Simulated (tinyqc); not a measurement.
Hexagonal on-chip spiral inductor, lumped pi model: two steps of the calculation.

Outer diameter do = di + 2 n wd + 2 (n - 1) sp, mean da = (do + di)/2, fill p = (do - di)/(do + di), length l = 3.464 n da. L = 2.33 mu0 n^2 da/(1 + 3.82 p), mu0 = 4 pi 1e-7 H/m. Rs = rho l/(wd delta (1 - exp(-th/delta))), delta = sqrt(rho/(pi f mu0)). Cs = n wd^2 eps0 eo/hu across the coil. At each end Cox = l wd eps0 eo/(2 ho) leads to the substrate branch Rsi = 2 rs he/(l wd) in parallel with Csi = l wd eps0 11.7/(2 he). With one end grounded Y = 1/(Rs + i w L) + i w Cs + 1/[1/(i w Cox) + 1/(1/Rsi + i w Csi)], w = 2 pi f; Q = -Im Y/Re Y. Eddy currents in neighbouring turns and in the substrate are left out.

Parameters, values chosen for the exercise; values of the order met in silicon radio-frequency processes: number of turns n = 5.5; line width wd = 20 um; space between turns sp = 2 um; inner diameter di = 100 um; metal thickness th = 4 um; metal resistivity rho = 2.2 uohm cm; oxide below the coil ho = 6.8 um; oxide between coil and underpass hu = 1 um; relative permittivity of the oxide eo = 4.1; substrate resistivity rs = 1 ohm cm; effective spreading depth in the substrate he = 50 um; frequency f = 2.7 GHz.

Constants: eps0 = 8.8541878128e-12 F/m. Results are converted to the units shown.

Question 1. Geometry and model elements. do, l, L, delta, Rs, Cs, Cox, Rsi and Csi as defined.

Give: do; l; L; delta; Rs; Cs; Cox; Rsi; Csi.

Answer 1.

do = 338.0 um
l = 4172 um
L = 6.307 nH
delta = 1.437 um
Rs = 3.405 ohm
Cs = 79.86 fF
Cox = 222.7 fF
Rsi = 11.98 ohm
Csi = 86.45 fF

Question 2. Admittance, quality factor and apparent inductance. Series branch 1/(Rs + i w L), substrate branch, total Y, Q = -Im Y/Re Y, apparent inductance Im(1/Y)/w, metal-only value w L/Rs, share of the loss in the substrate Re(substrate branch)/Re Y.

L = 6.3065263 nH
Rs = 3.4050271 ohm
Cs = 79.864774 fF
Cox = 222.74520 fF
Rsi = 11.983545 ohm
Csi = 86.446870 fF

Wanted: series branch; substrate branch; Y; Q; apparent inductance; w L/Rs; share of the loss in the substrate.

Answer 2.

series branch = 0.2972-9.3374i mS
substrate branch = 0.1704+3.7681i mS
Y = 0.4676-4.2145i mS
Q = 9.0126
apparent inductance = 13.817 nH
w L/Rs = 31.421
share of the loss in the substrate = 36.449 %

Q is 28.7 % of the metal-only value.

Numbers from tinyqc (`OMP_NUM_THREADS=1 python tinyqc.py 2302125 2302126 out.jsonl`; about 0.01 s on one thread of a shared Intel Xeon 2.30GHz).
